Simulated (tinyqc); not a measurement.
Inverse iteration on a symmetric matrix, step by step. One step of it, computed by the program tinyqc.

Task: Step 1. solve (A - shift) w = v; v' = w/|w| with its largest component positive (the first on a tie); lambda = v'^T A v'.

A, lower triangle:
```
,1,2,3,4
1,0.653000
2,1.555000,0.906000
3,-0.784000,0.158000,1.136000
4,0.834000,0.416000,-0.703000,1.607000
```

vector v at the start: 0.500000  0.500000  0.500000  0.500000

shift = 1.030000

Give: vector after step 1; Rayleigh quotient after step 1.

Result:

vector after step 1: -0.4060  -0.5814  0.1057  0.6971

Rayleigh quotient after step 1 = 1.0766
